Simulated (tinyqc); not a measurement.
Ballistic Schottky-barrier transistor with a one-dimensional channel, WKB contacts: two steps of the calculation.

Source Fermi level 0, drain Fermi level -Vd. Far from the contacts Ec = pn - psi, and the gate moves psi one to one; the band edges relax as exp(-x/lam) from pn at the source and pn - Vd at the drain; Ev = Ec - Eg. A carrier of energy w inside the channel band meets at a contact a barrier of height D (the contact edge beyond the channel edge): T = 1 for w >= D, else exp(-S), S = 4 lam sqrt(m/C) [sqrt(D - w) - sqrt(w) arctan sqrt((D - w)/w)], C = hbar^2/(2 m0). The two contacts combine as Ts Td/(Ts + Td - Ts Td).

Values chosen for this exercise; channel values close to those of a germanium nanowire:
```
symbol  value  unit                                        meaning
T         250     K                                    temperature
Eg       0.66    eV                                       band gap
pn       0.56    eV         barrier for electrons at both contacts
mp       0.15    m0                                      hole mass
g           2                                  valleys or subbands
lam         4    nm               screening length at the contacts
Vd        0.7     V                                     drain bias
ps       0.57     V      band shift psi of the channel by the gate
w0      0.099    eV  energy of one carrier inside the channel band
wm       0.28    eV                          upper end of the grid
nE         13                                   points of the grid
```

Constants: q = 1.602176634e-19 C, kB = 1.380649e-23 J/K, hbar = 1.054571817e-34 J s, h = 6.62607015e-34 J s, m0 = 9.1093837015e-31 kg, Vt = kB T/q, hbar^2/(2 m0) = 0.0380998212 eV nm^2. Results are converted to the units shown.

Question 1. Transmission of one of the holes. S and T at both contacts for w = w0, and the tunnelling distance lam ln(D/w) at the higher barrier.

D for holes (eV): source -0.57000000, drain 0.13000000

Wanted: S at the source; S at the drain; combined T; tunnelling distance.

Answer 1.

S at the source = 0
S at the drain = 0.49357
combined T = 0.61044
tunnelling distance = 1.0897 nm

Question 2. Current of the holes on a coarse grid. I = g (2 q^2/h) int T(w) [f(Es + w) - f(Ed + w)] dw, f(y) = 1/(1 + exp(y/Vt)). Electrons: Ds = psi, Dd = psi - Vd, Es = Ec, Ed = Ec + Vd. Holes: Ds = -psi, Dd = Vd - psi, Es = -Ev, Ed = -Ev - Vd. The size of each current is taken; both flow from drain to source and add. Simpson's rule on nE equally spaced w from 0 to wm.

Wanted: w; Ts; Td; T; size of the supply difference; current.

Answer 2.

w, point 0 to 12 (eV): [0.00000, 0.02333, 0.04667, 0.07000, 0.09333, 0.11667, 0.14000, 0.16333, 0.18667, 0.21000, 0.23333, 0.25667, 0.28000]
Ts, point 0 to 12: [1.0000, 1.0000, 1.0000, 1.0000, 1.0000, 1.0000, 1.0000, 1.0000, 1.0000, 1.0000, 1.0000, 1.0000, 1.0000]
Td, point 0 to 12: [1.0686e-5, 0.0076534, 0.060948, 0.22250, 0.52263, 0.87740, 1.0000, 1.0000, 1.0000, 1.0000, 1.0000, 1.0000, 1.0000]
T, point 0 to 12: [1.0686e-5, 0.0076534, 0.060948, 0.22250, 0.52263, 0.87740, 1.0000, 1.0000, 1.0000, 1.0000, 1.0000, 1.0000, 1.0000]
size of the supply difference, point 0 to 12: [0.80100, 0.57675, 0.31569, 0.13509, 0.050220, 0.017586, 0.0060238, 0.0020475, 6.9412e-4, 2.3510e-4, 7.9606e-5, 2.6952e-5, 9.1247e-6]
current = 0.37776 uA

Range of the model: No scattering, image-force lowering, channel charge or band-to-band tunnelling; parabolic kappa overstates S deep in the gap.

Computed by the program tinyqc: `OMP_NUM_THREADS=1 python tinyqc.py 2390053 2390054 out.jsonl`, one thread of a shared Intel Xeon 2.30GHz, about 0.06 s for the whole run.
